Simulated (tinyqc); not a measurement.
Thermal and gravitational stress in a wafer during furnace and rapid thermal processing, and the onset of slip: one step, computed by the program tinyqc.

A thin free disc in plane stress, isotropic; T(r) = T_centre + dT (r/R)^n. Stress is positive in tension; sigma_SB = 5.670374419e-8 W/(m^2 K^4), g = 9.80665 m/s^2.

Problem. Slip criterion. With x = r/R: s_rr = alpha E dT (1 - x^n)/(n + 2), s_tt = alpha E dT [1 - (n + 1) x^n]/(n + 2). Critical resolved stress tau_c = A exp(U/(k_B T)), a form chosen for the exercise; slip when 0.492799 |s_tt(R)| > tau_c; allowed |dT| = tau_c (n + 2)/(0.492799 n alpha E).

Inputs (values chosen for the exercise, modelled on silicon):

| quantity | value | unit |
|---|---|---|
| Young's modulus E | 156 | GPa |
| expansion alpha | 4.09 | 1e-6/K |
| edge less centre temperature dT | -19 | K |
| exponent n of the profile | 6 | - |
| temperature T | 1025 | K |
| prefactor A of the critical stress | 0.00034 | MPa |
| energy U of the critical stress | 1.08 | eV |

Temperature profile: edge zone, power law.

hoop stress at the edge = 9.09207 MPa

Constants: k_B = 8.617333262e-05 eV/K.

Give: critical stress tau_c; resolved over critical stress; allowed |dT|.

Solution.

critical stress tau_c = 69.452 MPa

resolved over critical stress = 0.064513

allowed |dT| = 294.51 K

No slip; the margin is a factor 16. Caution: at lower temperature the exponential form overstates the strength: fracture from edge flaws comes first.
